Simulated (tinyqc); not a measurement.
Leakage through a gate insulator: direct, Fowler-Nordheim, trap-assisted and Poole-Frenkel currents. From Poole-Frenkel bound J_PF back to temperature T. Computed by tinyqc, a small Python program. Command: `OMP_NUM_THREADS=1 python tinyqc.py 3029876 3029877 out.jsonl oxideleak inv`. One thread of a shared host (Intel(R) Xeon(R) Processor @ 2.30GHz), about 0.02 s of CPU time with the checks.

Electrons enter from the cathode Fermi level at x = 0; the conduction band of the insulator lies phi_b - e F x above it, F = V/t. WKB exponents use a parabolic band with mass m.

Inputs (values chosen for the exercise, with an insulator like SiO2):

| quantity | value | unit |
|---|---|---|
| thickness t | 4.9 | nm |
| optical constant eps_opt | 2.2 | - |
| voltage across the insulator V | 2.9 | V |
| trap depth phi_t | 1.7 | eV |
| trap density N_t | 1.7e+19 | cm^-3 |
| attempt rate nu_0 | 2e+12 | 1/s |

Constants: e = 1.602176634e-19 C; eps_0 = 8.8541878128e-12 F/m; k_B = 8.617333262e-05 eV/K.

Method. Poole-Frenkel emission over the lowered barrier of a charged trap: lowering sqrt(e F/(pi eps_opt eps_0)); J_PF = e N_t^(2/3) nu_0 exp(-(phi_t - lowering)/k_B T), one sheet of traps emitting with supply unlimited (an upper bound).

Task: A run gave the result below. Find the temperature T, known to lie between 320 and 480 K.

Poole-Frenkel bound J_PF = 6.695178 A/cm^2

Result:

Each step takes the trial c = (a f_b - b f_a)/(f_b - f_a), f being the result less the target and a, b, c the logarithms of the listed values; c replaces end b, the old b replaces a if the sign of f changed, and otherwise f_a is halved.

Scan of the range:

| temperature T (K) | Poole-Frenkel bound J_PF (A/cm^2) |
|---|---|
| 320 | 0.1435 |
| 342 | 0.4149 |
| 366 | 1.1424 |
| 392 | 2.9756 |
| 419 | 7.0909 |
| 449 | 16.4641 |
| 480 | 35.1988 |

False position (Illinois rule, in the logarithm of the input) inside the bracket:

| step | end a | end b | trial | Poole-Frenkel bound J_PF (A/cm^2) |
|---|---|---|---|---|
| 1 | 392.000 | 419.000 | 416.325 | 6.53910 |
| 2 | 419.000 | 416.325 | 417.080 | 6.69102 |
| 3 | 419.000 | 417.080 | 417.119 | 6.69903 |
| 4 | 417.080 | 417.119 | 417.100 | 6.69518 |
| 5 | 417.119 | 417.100 | 417.100 | 6.69518 |

Poole-Frenkel bound J_PF rises at every point of a 13-point scan of the range (every second point is shown), so one value fits; it is bracketed by 392 and 419. Answer: temperature T = 417.1 K.
